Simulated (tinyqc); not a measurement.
Energy and delay of logic against supply voltage: one step of the calculation.

One expression serves below and above threshold: I(Vg) = Ik [ln(1 + exp((Vg - VT + dd V)/(al nf Vt)))]^al, with I_on = I(V) and I_off = I(0). Gate delay td = kd C V/I_on, clock period LD td. Per gate and cycle the switching energy is act C V^2 and the leakage energy I_off V LD td. No short-circuit current, no variation. Minima are sought above 0.09 V; below a few Vt gates no longer switch and the model has no meaning.

Problem. New V. Minimum-energy supply: E(V) is the energy per gate and cycle; with h = 0.001 V, E' = (E(V + h) - E(V - h))/(2 h), E'' = (E(V - h) - 2 E(V) + E(V + h))/h^2, V(new) = V - E'/E''.

Inputs (values chosen for the exercise); values of the order met in logic technologies:

| symbol | value | unit | meaning |
|---|---|---|---|
| T | 378 | K | temperature |
| VT | 0.32 | V | threshold voltage at zero drain bias |
| nf | 1.1 |  | slope factor |
| dd | 0.05 |  | barrier lowering per volt of supply |
| Ik | 1.7 | uA | specific current of a gate |
| al | 1.71 |  | exponent of the current law |
| C | 2.3 | fF | load capacitance of a gate |
| kd | 0.9 |  | delay factor |
| LD | 40 |  | logic depth |
| act | 0.01 |  | activity factor |

Constants: q = 1.602176634e-19 C, kB = 1.380649e-23 J/K, Vt = kB T/q. Results are converted to the units shown.

V after iteration 1 = 0.31687185 V

Find: E'; E''; V after iteration 2.

Solution.

E' = -16.28 aJ/V
E'' = 585.7 aJ/V^2
V after iteration 2 = 0.3447 V

tinyqc, about 0.01 s, one thread, Intel Xeon 2.30GHz (shared host): `OMP_NUM_THREADS=1 python tinyqc.py 2082164 2082165 out.jsonl`
